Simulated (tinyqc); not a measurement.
Bound state in one dimension: Numerov shooting, finite differences, DVR, step by step. Computed by tinyqc, a small Python program that keeps every step. Settings: points = 64. Command: `OMP_NUM_THREADS=1 python tinyqc.py 20114 20115 out.jsonl` (the two numbers bound the seeds that draw the settings). One thread of a shared host (Intel(R) Xeon(R) Processor @ 2.60GHz), about 0.01 s of CPU time with the checks.

## Numerov steps at E = 0.1

One particle of mass 1 in V = 5.52 (x^2 - 1.81^2)^2 / 1.81^4 (atomic units), psi = 0 at both ends:
```
parameter                 value
left end              -3.400000
right end              3.400000
intervals                    64
h                      0.106250
state sought (nodes)          3
```

k_i = 2 m (E - V_i); (1 + h^2 k_(i+1)/12) y_(i+1) = 2 (1 - 5 h^2 k_i/12) y_i - (1 + h^2 k_(i-1)/12) y_(i-1), from y_0 = 0, y_1 = 0.001.

Points along the way:
```
i         x        V         k       y
0   -3.4000  35.2935  -70.3870  0.0000
1   -3.2938  29.4934  -58.7868  0.0010
2   -3.1875  24.3733  -48.5465  0.0027
3   -3.0812  19.8850  -39.5701  0.0058
4   -2.9750  15.9823  -31.7647  0.0117
5   -2.8687  12.6203  -25.0407  0.0217
21  -1.1687   1.8765   -3.5530  1.2013
22  -1.0625   2.3712   -4.5424  1.3955
23  -0.9563   2.8686   -5.5372  1.6619
24  -0.8500   3.3537   -6.5075  2.0333
25  -0.7438   3.8133   -7.4266  2.5557
26  -0.6375   4.2354   -8.2708  3.2948
```

## Bisection on the node count

With more sign changes than the state has nodes (the last point included) the energy is too high, else too low; the bracket starts as 0.1 to 12.

Trials:
```
trial         E  sign changes  y at the right end   next
1      6.050000             4            2.72e+00  lower
2      3.075000             2            3.57e+02  raise
3      4.562500             2            9.28e-01  raise
4      5.306250             4            2.36e+00  lower
5      4.934375             3           -1.48e-01  raise
6      5.120312             4            1.11e+00  lower
7      5.027344             4            4.46e-01  lower
8      4.980859             4            1.33e-01  lower
9      4.957617             3           -1.22e-02  raise
10     4.969238             4            5.95e-02  lower
11     4.963428             4            2.34e-02  lower
12     4.960522             4            5.55e-03  lower
13     4.959070             3           -3.33e-03  raise
14     4.959796             4            1.11e-03  lower
...         ...           ...                 ...    ...
29     4.959615             3           -3.42e-08  raise
30     4.959615             4            3.34e-08  lower
31     4.959615             3           -4.00e-10  raise
```

eigenvalue = 4.959615 hartree

## The same grid by other methods

Three-point finite differences and the sine-DVR kinetic matrix of Colbert and Miller on the same points.

Lowest levels (hartree):
```
state  finite differences     DVR
0                  1.7419  1.7460
1                  1.7501  1.7542
2                  4.6208  4.6316
3                  4.9426  4.9597
4                  6.7124  6.7390
5                  8.1162  8.1704
```
